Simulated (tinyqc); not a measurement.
# Gated graphene, quantum capacitance: effects of single changes

phi is the Fermi level above the Dirac point, in volts; Vg is counted from the gate voltage of charge neutrality. Ideal linear bands, no charge puddles.

Parameters, values chosen for the exercise; values close to those of graphene:
```
symbol   value         unit                                                                 meaning
T          400            K                                                             temperature
eox        3.9               relative permittivity of the gate insulator (close to silicon dioxide)
tox        3.4           nm                                                     insulator thickness
vF      1.13e6          m/s                                                          Fermi velocity
Dit          0  cm^-2 eV^-1                                                        density of traps
Vg        0.63            V                                                            gate voltage
```

Constants: q = 1.602176634e-19 C, kB = 1.380649e-23 J/K, hbar = 1.054571817e-34 J s, Vt = kB T/q, eps0 = 8.8541878128e-14 F/cm where lengths are in cm. Results are converted to the units shown.

Each table varies one quantity; the others keep the values above.

## Effect of the gate voltage

N0 = (2/pi)(kB T/(hbar vF))^2; n = N0 F1(phi/Vt), p = N0 F1(-phi/Vt), F1(e) = int_0^infinity u du/(1 + exp(u - e)) = -Li2(-exp(e)); Cq = q d(n - p)/dphi = (q N0/Vt) ln[2 (1 + cosh(phi/Vt))]. Cox = eps0 eox/tox; Vg = phi + q (n - p + Dit phi)/Cox. 1/C_G = 1/Cox + 1/(Cq + q Dit); dphi/dVg = Cox/(Cox + Cq + q Dit).

The same in every row: Cox (uF/cm^2) = 1.016.

Result of one run:
```
Vg (V)	phi (V)	n - p (cm^-2)	Cq (uF/cm^2)	C_G (uF/cm^2)	dphi/dVg	n + p (cm^-2)
1.6	0.3637	7.837e12	6.706	0.8820	0.1315	7.837e12
```

What becomes of these results when the gate voltage Vg is changed from 1.6 to 0.33 V, all else the same?

Result of the changed run:
```
Vg (V)	phi (V)	n - p (cm^-2)	Cq (uF/cm^2)	C_G (uF/cm^2)	dphi/dVg	n + p (cm^-2)
0.33	0.1335	1.245e12	2.488	0.7212	0.2899	1.251e12
```

The whole series:
```
Vg (V)	phi (V)	n - p (cm^-2)	Cq (uF/cm^2)	C_G (uF/cm^2)	dphi/dVg	n + p (cm^-2)
-0.3	-0.1246	-1.112e12	2.332	0.7075	0.3034	1.119e12
-0.09	-0.04600	-2.789e11	1.145	0.5383	0.4700	3.467e11
0.12	0.05961	3.828e11	1.307	0.5714	0.4374	4.293e11
0.33	0.1335	1.245e12	2.488	0.7212	0.2899	1.251e12
0.54	0.1871	2.237e12	3.455	0.7849	0.2272	2.238e12
0.76	0.2328	3.342e12	4.293	0.8213	0.1913	3.342e12
0.97	0.2705	4.434e12	4.987	0.8438	0.1692	4.434e12
1.18	0.3043	5.551e12	5.610	0.8599	0.1533	5.551e12
1.39	0.3351	6.687e12	6.179	0.8723	0.1412	6.687e12
1.6	0.3637	7.837e12	6.706	0.8820	0.1315	7.837e12
```

As Vg goes from -0.3 to 1.6, Cq goes from 2.33 through a minimum of 1.15 (at Vg = -0.09 among the rows listed) to 6.71 uF/cm^2, C_G/Cox goes from 0.697 through a minimum of 0.530 (at Vg = -0.09 among the rows listed) to 0.868 and n - p rises from -1.11e12 to 7.84e12 cm^-2. Cq exceeds Cox in every row, so the insulator is the tighter limit, though Cq still cuts C_G by up to 47 %. At neutrality Cq is (q N0/Vt) ln 4 = 0.881 uF/cm^2, and far from it Cq grows as |phi|.

## Effect of the density of traps

Same model as above.

The same in every row: Cox (uF/cm^2) = 1.016.

Results:
```
Dit (cm^-2 eV^-1)	phi (V)	n - p (cm^-2)	Cq (uF/cm^2)	C_G (uF/cm^2)	dphi/dVg	n + p (cm^-2)
0	0.2067	2.683e12	3.815	0.8021	0.2103	2.684e12
1e11	0.2060	2.667e12	3.802	0.8022	0.2101	2.668e12
7e11	0.2020	2.572e12	3.728	0.8032	0.2092	2.573e12
2e12	0.1936	2.380e12	3.573	0.8055	0.2069	2.381e12
4e12	0.1814	2.118e12	3.352	0.8097	0.2028	2.119e12
1e13	0.1508	1.530e12	2.796	0.8251	0.1876	1.533e12
3e13	0.09110	6.833e11	1.767	0.8797	0.1338	7.024e11
```

Estimate the missing row, Dit = 3e11 cm^-2 eV^-1.

Computed row:
```
Dit (cm^-2 eV^-1)	phi (V)	n - p (cm^-2)	Cq (uF/cm^2)	C_G (uF/cm^2)	dphi/dVg	n + p (cm^-2)
3e11	0.2047	2.635e12	3.777	0.8025	0.2098	2.635e12
```

With this row back in the table: As Dit goes from 0 to 3e13, Cq falls from 3.81 to 1.77 uF/cm^2, C_G/Cox rises from 0.790 to 0.866 and n - p falls from 2.68e12 to 6.83e11 cm^-2. Cq exceeds Cox in every row, so the insulator is the tighter limit, though Cq still cuts C_G by up to 21 %.

Computed by the program tinyqc: `OMP_NUM_THREADS=1 python tinyqc.py 2200129 2200130 out.jsonl`, one thread of a shared Intel Xeon 2.30GHz, about 0.01 s for the whole run.
